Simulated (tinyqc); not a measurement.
## Surface Green function of a square-lattice strip three rows wide, Sancho-Rubio decimation: effect of the broadening

A semi-infinite lead of cells 0, 1, 2, ... with H0 inside a cell and H1 = <cell i|H|cell i + 1>. A cell is one column of three sites. z = E + i eta.

Start with e_s = e = H0, a = H1, b = H1^dagger. Each round: g = (z - e)^(-1); e_s <- e_s + a g b; e <- e + a g b + b g a; a <- a g a; b <- b g b (all with the old a, b). Round k joins cells 2^k apart. Stop when the largest entry of the matrices a and b is below 1e-12 eV; g_s = (z - e_s)^(-1), bulk (z - e)^(-1), density of states -Im Tr/pi. The last column counts the steps of the plain recursion g <- (z - H0 - H1 g H1^dagger)^(-1), one cell a step from g = (z - H0)^(-1), until no entry changes by more than 1e-8 1/eV.

Values chosen for this exercise: energy E = -0.22 eV.

H0 (eV):
```
       1      2      3
1  -0.57  -2.65      0
2  -2.65   0.22  -2.65
3      0  -2.65  -1.28
```

H1 (eV):
```
      1     2     3
1  -2.7     0     0
2     0  -2.7     0
3     0     0  -2.7
```

Effect of the broadening:
```
eta (eV)  rounds  surface density of states (1/eV)  plain steps
0.8            8                            0.2397           60
0.3            9                            0.2654          161
0.1           11                            0.2774          485
0.05          12                            0.2806          971
0.03          13                            0.2819         1619
0.01          14                            0.2832         4859
```

The rounds go from 8 to 14 and the plain steps from 60 to 4859. Inside a band the plain recursion needs a number of steps that grows as 1/eta, the decimation only as log2(1/eta). The density of states tends to 0.2839 1/eV as eta goes to zero; the first row is 16 % below that and the last 0.23 % below it.

tinyqc, about 0.08 s, one thread, Intel Xeon 2.30GHz (shared host): `OMP_NUM_THREADS=1 python tinyqc.py 2680023 2680024 out.jsonl`
